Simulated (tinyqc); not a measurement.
From kink energy with misfit back to misfit f = (b - a)/a: Frenkel-Kontorova chain: a misfit dislocation (kink) in a monolayer on a periodic substrate. Computed by tinyqc, a small Python program. Command: `OMP_NUM_THREADS=1 python tinyqc.py 3008392 3008393 out.jsonl fkchain inv`. One thread of a shared host (Intel(R) Xeon(R) Processor @ 2.30GHz), about 0.05 s of CPU time with the checks.

E = sum_j [(k/2)(x_(j+1) - x_j - b)^2 + (W/2)(1 - cos(2 pi x_j/a))], x_j = a (j + u_j). A kink takes u from 0 to 1: the chain is stretched by one period and has one atom fewer than wells.

Inputs (values chosen for the exercise, for a model overlayer):
```
quantity            value           unit
spring constant k    3.24  eV/angstrom^2
substrate period a    3.3       angstrom
corrugation W        5.19             eV
atomic mass M         140              u
```

Constants: nu for 1 eV/(angstrom^2 u) = 15.6333042 THz.

Method. l0 = sqrt(k a^2/(2 W)); kink u(j) = (2/pi) arctan exp(pi j/l0); kink energy at f = 0: E0 = (4/pi) W l0; with misfit E0 - k a^2 f; kinks become favourable at f_c = 2/(pi l0), and a coherent chain with free ends loses stability at f_m = 1/l0. Lowest vibration of the flat chain: nu0 = 15.6333042 THz x sqrt(2 pi^2 W/(a^2 M)).

Task: A run gave the result below. Find the misfit f = (b - a)/a, known to lie between 0.23 and 0.61.

kink energy with misfit = 1.375942 eV

Result:

Each step takes the trial c = (a f_b - b f_a)/(f_b - f_a), f being the result less the target and a, b, c the logarithms of the listed values; c replaces end b, the old b replaces a if the sign of f changed, and otherwise f_a is halved.

Scan of the range:
```
misfit f = (b - a)/a  kink energy with misfit (eV)
0.230                                      4.06808
0.271                                      2.62145
0.318                                      0.96312
0.375                                     -1.04804
0.441                                     -3.37676
0.518                                     -6.09360
0.610                                     -9.33969
```

False position (Illinois rule, in the logarithm of the input) inside the bracket:
```
step     end a     end b     trial  kink energy with misfit (eV)
1     0.271000  0.318000  0.305588                       1.40106
2     0.318000  0.305588  0.306287                       1.37641
3     0.318000  0.306287  0.306313                       1.37549
4     0.306287  0.306313  0.306300                       1.37594
5     0.306313  0.306300  0.306300                       1.37594
```

Kink energy with misfit falls at every point of a 13-point scan of the range (every second point is shown), so one value fits; it is bracketed by 0.271 and 0.318. The scan shows a straight line, so linear interpolation between any two rows gives the answer at once. Answer: misfit f = (b - a)/a = 0.3063.

Caution: a corrugation above 1 eV is larger than real overlayers usually show; it is chosen to keep the kink narrow. Caution: for l0 below about 3 the kink spans few atoms, and the continuum kink energy is off by about 2 per cent or more.
